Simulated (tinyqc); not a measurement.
Which current rules in forward bias: trap-assisted generation and recombination current of an abrupt junction. Computed by tinyqc, a small Python program. Command: `OMP_NUM_THREADS=1 python tinyqc.py 3015306 3015307 out.jsonl junctionleak walk`. One thread of a shared host (Intel(R) Xeon(R) Processor @ 2.30GHz), about 0.02 s of CPU time with the checks.

Depletion approximation, flat quasi-Fermi levels across the depleted layer, long neutral regions with minority lifetimes tau_n and tau_p, full ionisation and Boltzmann statistics. Voltages in exponents stand for e V.

Inputs (values chosen for the exercise, with bands and screening modelled on silicon):

| quantity | value | unit |
|---|---|---|
| gap E_g | 1.11 | eV |
| electron mass m_e | 0.331 | m_0 |
| valleys M_c | 6 | - |
| hole mass m_h | 0.784 | m_0 |
| dielectric constant eps | 11.9 | - |
| acceptor density N_A | 6.5e+17 | cm^-3 |
| donor density N_D | 3.9e+17 | cm^-3 |
| capture time tau_n | 8.6e-09 | s |
| capture time tau_p | 4.9e-07 | s |
| trap level E_t - E_i | 0 | eV |
| electron diffusion coefficient D_n | 11 | cm^2/s |
| hole diffusion coefficient D_p | 2.5 | cm^2/s |
| temperature T | 250 | K |
| tunnelling mass m_t | 0.32 | m_0 |

Field enhancement: Hurkx tunnelling factor.

Constants: k_B = 8.617333262e-05 eV/K; m_0 = 9.1093837015e-31 kg; k_B = 1.380649e-23 J/K; h = 6.62607015e-34 J s; e = 1.602176634e-19 C; eps_0 = 8.8541878128e-12 F/m; hbar = 1.054571817e-34 J s.

Method:
- N_c = 2 M_c (2 pi m_e k_B T/h^2)^(3/2) and N_v = 2 (2 pi m_h k_B T/h^2)^(3/2), masses in units of m_0.
- n_i = sqrt(N_c N_v) exp(-E_g/2 k_B T); V_bi = (k_B T/e) ln(N_A N_D/n_i^2); diffusion saturation current J_d0 = e n_i^2 [sqrt(D_n/tau_n)/N_A + sqrt(D_p/tau_p)/N_D].
- W = sqrt(2 eps eps_0 (V_bi - V)(1/N_A + 1/N_D)/e), x_p = W N_D/(N_A + N_D), x_n = W - x_p, peak field F_m = 2 (V_bi - V)/W; reverse bias means V = -V_r.
- Both capture times are divided by 1 + Gamma, Gamma = 2 sqrt(3 pi) (F/F_G) exp((F/F_G)^2), F_G = sqrt(24 m_t (k_B T)^3)/(e hbar) (the low-field Hurkx form), F being the local field, linear in x from 0 at the edges to F_m.
- Potential from the p edge: phi = (V_bi - V) x^2/(x_p W) on the p side and (V_bi - V)[1 - (W - x)^2/(x_n W)] on the n side; p = N_A exp(-phi/k_B T), n = n_i^2 exp(V/k_B T)/p; U = (n p - n_i^2)/[tau_p (n + n_i exp(dE/k_B T)) + tau_n (p + n_i exp(-dE/k_B T))], dE = E_t - E_i, n1 = n_i exp(dE/k_B T), p1 = n_i exp(-dE/k_B T); J_t = e int U dx by the trapezoid rule on 400 intervals on each side.
- J_d = J_d0 (exp(V/k_B T) - 1). Ideality n = (e/k_B T) dV/d ln J, central difference of 1 mV. The rows stop just below the bias where n = 0.1 p or tau_p n = 0.1 tau_n p at the p edge, or the like at the n edge.

k_B T = 0.0215433 eV

n_i = 1.10199e+08 cm^-3

J_d0 = 1.18321e-16 A/cm^2

Forward characteristic:

| V (V) | J_t (A/cm^2) | J_d (A/cm^2) | ideality of J_t | ideality of the sum |
|---|---|---|---|---|
| 0.17 | 1.6605e-08 | 3.1619e-13 | 1.9507 | 1.9506 |
| 0.26 | 1.3407e-07 | 2.0627e-11 | 2.0266 | 2.0263 |
| 0.35 | 1.0470e-06 | 1.3451e-09 | 2.0351 | 2.0324 |
| 0.45 | 1.0253e-05 | 1.3953e-07 | 2.0328 | 2.0050 |
| 0.54 | 8.0271e-05 | 9.0988e-06 | 2.0265 | 1.8347 |
| 0.64 | 7.9980e-04 | 9.4383e-04 | 2.0091 | 1.2994 |
| 0.73 | 6.4934e-03 | 6.1548e-02 | 1.9800 | 1.0496 |
| 0.83 | 6.5241e-02 | 6.3845e+00 | 2.1765 | 1.0055 |

What follows from these numbers?

Diffusion overtakes recombination between 0.54 and 0.64 V, and the ideality of the sum goes from 1.95 to 1.01, with a maximum of 2.03 at 0.35 V. The ideality of J_t alone lies between 1.95 and 2.18.

Extremes, crossings and ranges named in words are read from the listed rows.
